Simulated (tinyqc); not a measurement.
Inside a calculation: alloy A(1-x)B(x) by interpolation with bowing. Values are carried at full precision from step to step, so a last printed digit may differ when a step is redone from the rounded ones.

Each gap follows E(x) = (1 - x) E_A + x E_B - C x (1 - x); the lattice constant follows Vegard, a(x) = (1 - x) a_A + x a_B.

Constants: hc = 1239.841984 eV nm; kB = 8.617333262e-05 eV/K.

Values chosen for the exercise (A near Si, B near Ge; the results hold for these values, not for the real material):

| symbol | value | unit | meaning |
|---|---|---|---|
| a | (5.424, 5.657) | angstrom | lattice constant of A, B |
| x | 0.73 |  | fraction of B |
| Eg | (4.124, 0.901) | eV | gap at Gamma to the s-like level of A, B |
| EgX | (1.177, 0.923) | eV | gap to the lowest valley along Gamma-X of A, B |
| EgL | (2.124, 0.75) | eV | gap to L of A, B |
| C | (0.18, 0.203, 0.01) | eV | bowing of the Gamma, X and L gaps |
| Dso | (0.044, 0.294) | eV | spin-orbit splitting of A, B |
| Ep | (21.8, 26.4) | eV | Kane energy of A, B |
| me | (0.1998, 0.0378) | m0 | electron mass at Gamma of A, B |
| Cs | 0 | eV | bowing of Dso |
| md | (0.0738, 0.94, 0.63) | m0 | density-of-states masses of Gamma, all X and all L valleys |
| T | 300 | K | temperature |

## Gaps and lattice constant at x

Also give the wavelength hc/E of the lowest gap.

a(x) = 5.5941 angstrom

linear parts (eV): Gamma 1.7712, X 0.9916, L 1.1210

bowing terms C x (1 - x) (eV): Gamma 0.0355, X 0.0400, L 0.0020

gaps (eV): Gamma 1.7357, X 0.9516, L 1.1190

wavelength of the lowest gap = 1302.9 nm

The lowest valley is X, so the gap is indirect; the next, L, lies 167 meV higher.

## Where the valleys cross

The difference of two gaps is a quadratic q2 x^2 + q1 x + q0 with q2 = C_i - C_j, q1 = (E_B - E_A - C)_i - (E_B - E_A - C)_j, q0 = E_A,i - E_A,j; give its roots between 0 and 1 (a dash: none).

Crossings:

| pair | q2 | q1 | q0 | first root | second root |
|---|---|---|---|---|---|
| Gamma-X | -0.023 | -2.946 | 2.947 | 0.9926 | - |
| Gamma-L | 0.170 | -2.019 | 2.000 | - | - |
| X-L | 0.193 | 0.927 | -0.947 | 0.8656 | - |

The lowest valley changes at x = 0.866 (X to L, gap 0.934 eV). The other crossings lie above the lowest valley.

## Electron mass of the alloy

Mass at Gamma from the Kane formula 1/m = F + Ep (Eg + 2 Dso/3)/(Eg (Eg + Dso)). F is fixed by the masses of A and B and interpolated linearly, as is Ep; Eg and Dso carry their bowing.

Compare with the linear interpolation of the masses.

F of A, B: -0.2625  -0.4428

Ep, Eg, Dso at x (eV): 25.1580  1.7357  0.2265

m(x) from the Kane formula = 0.0738 m0
m(x) linear = 0.0815 m0

The Kane value lies 9.4 % below the linear one. The Gamma valley is not the lowest at this x.

## Shares of the electrons in the valleys

Non-degenerate: n_i proportional to md_i^(3/2) exp(-E_i/kT).

md^(3/2): Gamma 0.0200, X 0.9114, L 0.5000

(E - E_min)/kT: Gamma 30.33, X 0.00, L 6.48

shares: Gamma 0.000, X 0.999, L 0.001

X holds most electrons (99.9 %).

## Checks

- The Gamma and X gaps at their crossing x = 0.9926 (eV): both 0.9234.
- The X and L gaps at their crossing x = 0.8656 (eV): both 0.9335.

Program tinyqc; command `OMP_NUM_THREADS=1 python tinyqc.py 1081394 1081395 out.jsonl`; about 0.01 s on one thread of a shared Intel(R) Xeon(R) Processor @ 2.30GHz.
